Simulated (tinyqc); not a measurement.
# Metal-interlayer-semiconductor contact, depinning against tunnelling resistance: contact resistivity against the temperature

Zero bias, n-type semiconductor. Gap states at the semiconductor surface thin out as exp(-be ti), which unpins the barrier; electrons must then cross the interlayer (a rectangular barrier, no voltage drop across it) and the parabolic depleted layer, both by WKB. Energies E are counted from the Fermi level; no image force, parabolic bands.

Nc is given at 400 K and scales as (T/400 K)^1.5. S = 1/(1 + (1/S0 - 1) exp(-be ti)); phiB = S (phiM - chi) + (1 - S)(Eg - E0); xi = Ec - EF deep inside, from Nd = Nc F(-xi/Vt), F(x) = (2/sqrt(pi)) int_0^infinity sqrt(u) du/(1 + exp(u - x)); band bending U = phiB - xi; E00 = (hbar/2) sqrt(Nd/(eps0 eps_r mt m0)) in volts; A = 4 pi q mA m0 kB^2/h^3. With U = phiB - xi: for xi < E < phiB, y = (E - xi)/U and G1 = (U/E00) [sqrt(1 - y) - y ln((1 + sqrt(1 - y))/sqrt(y))], G1 = 0 above phiB; G2 = 2 ti sqrt(mi max(phiB + dE - E, 0)/C), C = hbar^2/(2 m0); f = 1/(1 + exp(E/Vt)); 1/rho_c = (A T^2/Vt^2) times the integral of exp(-G1 - G2) f over E from xi upwards. Shares under 0.001 % are printed as 0; rows without band bending are left out.

Parameters, values chosen for the exercise; semiconductor values close to those of 4H silicon carbide; interlayer mass of the order of that in silicon nitride, offset chosen freely: band gap Eg = 3.31 eV; relative permittivity eps_r = 10.1; electron affinity chi = 3.74 eV; conduction-band density of states at the reference temperature Nc = 2.62e19 cm^-3; tunnelling mass in the semiconductor mt = 0.199 m0; Richardson mass mA = 0.369 m0; donor density Nd = 3.1e18 cm^-3; charge-neutrality level above the valence band E0 = 2 eV; pinning factor without interlayer S0 = 0.67; metal work function phiM = 3.94 eV; interlayer thickness ti = 1.2 nm; conduction-band offset of the interlayer above the semiconductor dE = 2.07 eV; tunnelling mass in the interlayer mi = 0.45 m0; decay constant of gap states through the interlayer be = 4.5 1/nm.

Constants: q = 1.602176634e-19 C, kB = 1.380649e-23 J/K, eps0 = 8.8541878128e-12 F/m, hbar = 1.054571817e-34 J s, h = 6.62607015e-34 J s, m0 = 9.1093837015e-31 kg, Vt = kB T/q, hbar^2/(2 m0) = 0.0380998212 eV nm^2. Results are converted to the units shown.

The same in every row: S = 0.998; phiB (eV) = 0.202.

Contact resistivity against the temperature:

| T (K) | E00/Vt | rho_c (ohm cm^2) | rho_c with G2 = 0 (ohm cm^2) | peak of the integrand (eV) | share above phiB (%) |
|---|---|---|---|---|---|
| 150 | 1.78 | 2.96 | 1.36e-5 | 0.0352 | 0.0262 |
| 200 | 1.34 | 1.06 | 5.32e-6 | 0.0689 | 0.636 |
| 250 | 1.07 | 0.411 | 2.23e-6 | 0.102 | 3.28 |
| 300 | 0.892 | 0.182 | 1.05e-6 | 0.129 | 8.45 |
| 350 | 0.765 | 0.0918 | 5.61e-7 | 0.150 | 15.4 |
| 400 | 0.669 | 0.0519 | 3.31e-7 | 0.165 | 23.4 |
| 450 | 0.595 | 0.0321 | 2.14e-7 | 0.176 | 31.7 |
| 500 | 0.535 | 0.0215 | 1.48e-7 | 0.184 | 40.2 |

Read the table: what changes, and by how much?

As T goes from 150 to 500, phiB stays at 0.202 eV and rho_c falls from 2.96 to 0.0215 ohm cm^2. The apparent activation energy is 0.116 eV between the last two rows (from rho_c T against 1/T), against phiB = 0.202 eV for pure thermionic emission. The ratio of rho_c to its value with G2 = 0 runs from 2.18e5 to 1.45e5.

Range of the model: The depletion charge would drop about 0.061 V across such an interlayer (eps_r near 7.5) at ti = 1.2 nm and Nd = 3.1e18 cm^-3, against a band bending of 0.13 V; this model leaves that drop out.

tinyqc, about 0.02 s, one thread, Intel Xeon 2.30GHz (shared host): `OMP_NUM_THREADS=1 python tinyqc.py 2270047 2270048 out.jsonl`
